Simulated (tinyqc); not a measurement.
# Area and perimeter leakage from two diodes

Question. A square diode and a finger diode leak I = JA area + JP perimeter. Find JA, JP and the side of the square at which both parts are equal.

areas (um^2): [90000, 308000]
perimeters (um): [1200, 63140]
leakage currents (pA): [0.1386, 1.5369200]

Answer. Two linear equations give JA and JP; for a square of side a, JA a^2 = 4 JP a at a = 4 JP/JA.

JA = 1.30e-10 A/cm^2
JP = 1.80e-13 A/cm
side for equal parts = 55.4 um

tinyqc, about 0.01 s, one thread, Intel Xeon 2.30GHz (shared host): `OMP_NUM_THREADS=1 python tinyqc.py 2290120 2290121 out.jsonl`
